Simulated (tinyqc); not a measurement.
Wannier exciton and Elliott formula: one step. Free pairs and excitons.

Saha balance n^2/n_x = K = (mu kB T/(4 pi c))^(3/2) exp(-Ry*/kB T) with n + n_x = N, 1s excitons only, equal spin counts for excitons and free pairs; free share f = 2/(1 + sqrt(1 + 4N/K)); c = hbar^2/2m0, Ry* = Ry mu/eps^2, 1/mu = 1/me + 1/mh, 1/angstrom^3 = 1e24/cm^3.

Constants: hbar^2/2m0 = 3.80998211 eV angstrom^2; kB = 8.617333262e-05 eV/K; Ry = 13.60569312 eV.

Values chosen for the exercise (near those of GaAs; not measured data):
```
symbol  value    unit         meaning
me      0.067    m0           electron mass
mh      0.166    m0           hole mass
eps     12.8                  dielectric constant
N       0.00098  x 1e16/cm^3  density of pairs
T       150      K            temperature
```

Task: Give K and f.

Give: K; free share.

Result:

K = 3.405 x 1e16/cm^3
free share = 0.9997

N a*^3 = 2.8e-05, below the Mott range of about 0.01 to 0.02.

Program tinyqc; command `OMP_NUM_THREADS=1 python tinyqc.py 1280532 1280533 out.jsonl`; about 0.01 s on one thread of a shared Intel(R) Xeon(R) Processor @ 2.30GHz.
